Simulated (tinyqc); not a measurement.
Heterojunction of two tight-binding chains: one step. Transmission. Five cases, with inputs chosen for the exercise.

Question. The last site of the left chain has energy 2 t1 + U, and S1, S2 are the self-energies of the two half chains on it. G = 1/(E - 2 t1 - U - S1 - S2); T = 4 Im(S1) Im(S2) |G|^2.

Give: G; T.

Case 1.

Values chosen (out of a larger set: masses and offset of the size met at InAs / GaSb; not measured data): E = 1.034 eV (electron energy); U = 0 eV (extra energy on the last left site).

t1 = 16.933254 eV
S1 = -16.4162538-4.1523121i eV
S2 = -16.9026538-1.0175356i eV

Answer.

G = 0.0180-0.1917i 1/eV
T = 0.6268

A fraction 0.3732 is reflected although the electron lies above the step.

Case 2.

Values chosen (out of a larger set: masses and offset of the size met at InGaAs / InAlAs; not measured data): E = 0.88 eV (electron energy); U = 0.49 eV (extra energy on the last left site).

t1 = 3.463620 eV
S1 = -3.0236201-1.6894927i eV
S2 = -3.1138474-1.5167791i eV

Answer.

G = -0.0383-0.3071i 1/eV
T = 0.9818

A fraction 0.0182 is reflected although the electron lies above the step.

Case 3.

Values chosen (out of a larger set: masses and offset of the size met at InGaAs / InAlAs; not measured data): E = 0.523 eV (electron energy); U = 0 eV (extra energy on the last left site).

t1 = 2.652244 eV
S1 = -2.3907443-1.1483647i eV
S2 = -2.6168888-0.4316169i eV

Answer.

G = 0.0888-0.6202i 1/eV
T = 0.7783

A fraction 0.2217 is reflected although the electron lies above the step.

Case 4.

Values chosen (out of a larger set: masses and offset of the size met at GaAs / AlGaAs; not measured data): E = 0.267 eV (electron energy); U = 0 eV (extra energy on the last left site).

t1 = 3.451071 eV
S1 = -3.3175708-0.9505859i eV
S2 = -3.4147229-0.4995565i eV

Answer.

G = 0.0460-0.6865i 1/eV
T = 0.8992

A fraction 0.1008 is reflected although the electron lies above the step.

Case 5.

Values chosen (out of a larger set: masses and offset of the size met at GaAs / AlGaAs; not measured data): E = 0.308 eV (electron energy); U = 0.22 eV (extra energy on the last left site).

t1 = 1.755162 eV
S1 = -1.6011617-0.7189394i eV
S2 = -1.9308900-0.4010498i eV

Answer.

G = 0.0866-0.8844i 1/eV
T = 0.9107

A fraction 0.0893 is reflected although the electron lies above the step.

Computed by tinyqc, one run a case: `OMP_NUM_THREADS=1 python tinyqc.py N N+1 out.jsonl` with N = 1450861, 1451003, 1451261, 1451306, 1451364; one thread of a shared Intel(R) Xeon(R) Processor @ 2.30GHz, about 0.01 s a run at most.
